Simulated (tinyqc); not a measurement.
Changing the miscut angle: epitaxial growth on a vicinal surface: Burton-Cabrera-Frank step flow, step-edge barrier and island nucleation. Computed by tinyqc, a small Python program. Command: `OMP_NUM_THREADS=1 python tinyqc.py 3005887 3005888 out.jsonl stepflow sweep`. One thread of a shared host (Intel(R) Xeon(R) Processor @ 2.30GHz), about 0.03 s of CPU time with the checks.

Adatoms land at rate F, hop on a square grid (a simplification for hexagonal faces), desorb, or join steps. Lengths are in units of a and n is the adatom coverage. Steps ascend at x = 0 and descend at x = l.

Inputs (values chosen for the exercise, close to those used for Ge(001)):
```
quantity                                    value      unit
site spacing a                                  4  angstrom
step height h                                1.41  angstrom
diffusion barrier E_d                        0.64        eV
desorption energy E_a                        2.48        eV
adatom formation energy E_f                   1.2        eV
step-edge barrier E_s                       0.091        eV
attempt frequency nu                            5       THz
deposition rate F                           0.011  layers/s
temperature T                                 610         C
critical nucleus size i                         3         -
binding energy of the critical nucleus E_i   0.41        eV
```

Constants: k_B = 8.617333262e-05 eV/K.

Method:
- D = nu exp(-E_d/(k_B T)) (a^2/s, nu counted per direction); tau = exp(E_a/(k_B T))/nu; x_s = sqrt(D tau); n_eq = exp(-E_f/(k_B T)); terrace width l = h/(a tan(miscut)); Schwoebel length l_s = exp(E_s/(k_B T)) - 1.
- Temperatures in kelvin are T(C) + 273.15.
- D n'' - n/tau + F = 0 with n(0) = n_eq and -l_s n'(l) = n(l) - n_eq. With u = n - F tau, A = n_eq - F tau, y = l/x_s, s = l_s/x_s: u = A cosh(x/x_s) + B sinh(x/x_s), B = A (1 - cosh y - s sinh y)/(sinh y + s cosh y). Flux into the ascending step J+ = D B/x_s, over the descending one J- = -(D/x_s)(A sinh y + B cosh y); step velocity J+ + J-; growth rate (J+ + J-)/l. For small y: J+ + J- = (F - n_eq/tau) l, J-/J+ = l/(l + 2 l_s).
- The coverage peaks where n' = 0, tanh(x/x_s) = -B/A.
- Island density on a flat surface without desorption: N = 0.25 (F/D)^(i/(i+2)) exp(E_i/((i+2) k_B T)) per site, with E_i = 0 for i = 1; spacing l_n = N^(-1/2). Step flow needs an effective width l_eff = 2 x(peak) below l_n.

One run for each value:
```
miscut angle (degrees)  ratio l_eff/l_n  growth rate (layers/s)  peak coverage  terrace width l (a)
0.03                            0.28905                0.011000     7.0535e-07           6.7323e+02
0.062                           0.14037                0.011000     2.7480e-07           3.2575e+02
0.13                            0.06745                0.011000     1.7261e-07           1.5536e+02
0.26                            0.03420                0.011000     1.4982e-07           7.7679e+01
0.55                            0.01664                0.011000     1.4380e-07           3.6720e+01
1.1                             0.00873                0.011000     1.4245e-07           1.8358e+01
2.3                             0.00454                0.011000     1.4207e-07           8.7765e+00
4.8                             0.00243                0.011000     1.4197e-07           4.1978e+00
10                              0.00131                0.011000     1.4195e-07           1.9991e+00
```

Describe and explain the trends.

Over the rows, ratio l_eff/l_n falls from 0.289 to 0.00131 (exponent d ln y / d ln x -1.00 between the first rows and -0.84 between the last); growth rate (layers/s) rises from 0.01099998 to 0.01100000; peak coverage falls from 7.05e-7 to 1.42e-7 (exponent d ln y / d ln x -1.3 between the first rows and -2.7e-4 between the last). At the low end the exponent of ratio l_eff/l_n is -1.00, close to -1: terraces narrow as the miscut grows. The exponent of growth rate stays at 0: the steps stand close against x_s, so their spacing does not matter. At the high end the exponent of peak coverage is 0.00, close to 0: the coverage stays near n_eq.

Caution (all rows): the prefactor 0.25 and the criterion are estimates, good to a factor of about two in length. Caution (rows 2.30, 4.80, 10.0): terraces under ten sites wide are at the edge of a continuum description.

Extremes, crossings and ranges named in words are read from the listed rows.
